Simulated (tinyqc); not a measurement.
Mobility, diffusion coefficient and lifetime from two collectors.

Problem. For an injected sheet in a field F the peak time tp at distance L obeys u^2 tp^2 + 2 D tp = L^2 with u^2 = v^2 + 4 D/tau, and the pulse area goes as exp(L (v - u)/(2 D)); v = mu F. Find u, D, mu and tau without using the Einstein relation.

Parameters, values chosen for the exercise: sweep field along the drift F = 12 V/cm.

distances (um): 1700  3000
peak times (us): 10.1599580  18.0253823
ratio of the areas, far over near = 0.431998309

Solution. The two peak times give two linear equations for u^2 and D; the area ratio gives v - u, and u^2 - v^2 = 4 D/tau gives tau.

u = 1.653e4 cm/s
D = 34.64 cm^2/s
mu = 1340 cm^2/(V s)
tau = 9.500e-6 s

Computed by the program tinyqc: `OMP_NUM_THREADS=1 python tinyqc.py 2310120 2310121 out.jsonl`, one thread of a shared Intel Xeon 2.30GHz, about 0.01 s for the whole run.
